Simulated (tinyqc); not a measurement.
Two-diode model of a solar cell: one step of the calculation.

J is the current delivered and Vj = V + J Rs the junction voltage. J = X JL - J01 (exp(Vj/(n1 Vt)) - 1) - J02 (exp(Vj/(2 Vt)) - 1) - Vj/Rp. The photocurrent does not depend on voltage.

Problem. New Vj. Maximum power: dP/dVj = f = J (1 + 2 Rs G) - G Vj = 0. G = -dJ/dVj = J01 exp(Vj/(n1 Vt))/(n1 Vt) + J02 exp(Vj/(2 Vt))/(2 Vt) + 1/Rp. H = dG/dVj; f' = -2 G - 2 Rs G^2 + (2 Rs J - Vj) H; Vj(new) = Vj - f/f'.

Inputs (values chosen for the exercise); values of the order met in cells of germanium: temperature T = 298.15 K; photocurrent at one sun JL = 48.8 mA/cm^2; concentration X = 0.1 suns; saturation current of the first diode J01 = 2.1e-6 A/cm^2; ideality factor of the first diode n1 = 1; series resistance Rs = 0 ohm cm^2; shunt resistance Rp = 7000 ohm cm^2; saturation current of the second diode (ideality 2) J02 = 2.2e-6 A/cm^2.

Constants: q = 1.602176634e-19 C, kB = 1.380649e-23 J/K, Vt = kB T/q. Results are converted to the units shown.

Vj after iteration 1 = 0.16287774 V

Find: J; G; H; f; f'; Vj after iteration 2.

Solution.

J = 3.619 mA/cm^2
G = 0.04747 S/cm^2
H = 1.822 S/(cm^2 V)
f = -4.112 mA/cm^2
f' = -0.3917 S/cm^2
Vj after iteration 2 = 0.1524 V

tinyqc, about 0.01 s, one thread, Intel Xeon 2.30GHz (shared host): `OMP_NUM_THREADS=1 python tinyqc.py 2280041 2280042 out.jsonl`
